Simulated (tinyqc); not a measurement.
From results back to parameters: round or elliptic silicon nanowire with anisotropic valleys (Ritz method). Three cases, with inputs chosen for the exercise.

Problem. For a circular wire every level scales as 1/R^2. The lowest level of group A was computed from a hidden radius.

Wire along x = [100] on a (001) wafer, y = [010], z = [001]. Valley groups, two valleys each (w = inverse masses): A, axis along z: w_y = 1/mt, w_z = 1/ml, m_x = mt; B, axis along y: w_y = 1/ml, w_z = 1/mt, m_x = mt; C, axis along x: w_y = w_z = 1/mt, m_x = ml.

Hard wall on the ellipse (y/a)^2 + (z/b)^2 = 1, c = hbar^2/2m0. With u = y/a, v = z/b the operator is -c [(w_y/a^2) d2/du2 + (w_z/b^2) d2/dv2] on the unit disc. Basis (1 - u^2 - v^2) u^i v^j; S, X and Y are the disc integrals of f f', (df/du)(df'/du) and (df/dv)(df'/dv), from the integral of u^p v^q = 2 Gamma((p+1)/2) Gamma((q+1)/2)/((p + q + 2) Gamma((p+q+2)/2)) for even p, q; H = c (w_y X/a^2 + w_z Y/b^2).

Converged values use 21 functions of each parity class (e or o in u, then in v).

Constants: hbar^2/2m0 = 3.80998211 eV angstrom^2.

Case 1.

Values chosen (out of a larger set: near those of a Si nanowire; not measured data): ml = 0.928 m0 (longitudinal mass); mt = 0.189 m0 (transverse mass).

level = 0.053195 eV

Case 2.

Values chosen (out of a larger set: near those of a Si nanowire; not measured data): ml = 0.9 m0 (longitudinal mass); mt = 0.189 m0 (transverse mass).

level = 0.120400 eV

Case 3.

Values chosen (out of a larger set: near those of a Si nanowire; not measured data): ml = 0.903 m0 (longitudinal mass); mt = 0.193 m0 (transverse mass).

level = 0.038633 eV

Find: E R^2/c; R.

Solution.

Case 1.

E R^2/c = 18.095
R = 36.0 angstrom

Solve once for R = 1 and scale. The mean inverse mass would give 2.404826^2 (1/mt + 1/ml)/2 = 18.415, 1.8 % too high.

Case 2.

E R^2/c = 18.202
R = 24.0 angstrom

Solve once for R = 1 and scale. The mean inverse mass would give 2.404826^2 (1/mt + 1/ml)/2 = 18.512, 1.7 % too high.

Case 3.

E R^2/c = 17.887
R = 42.0 angstrom

Solve once for R = 1 and scale. The mean inverse mass would give 2.404826^2 (1/mt + 1/ml)/2 = 18.185, 1.7 % too high.

Computed by tinyqc, one run a case: `OMP_NUM_THREADS=1 python tinyqc.py N N+1 out.jsonl` with N = 1250864, 1250892, 1250967; one thread of a shared Intel(R) Xeon(R) Processor @ 2.30GHz, about 0.09 s a run at most.
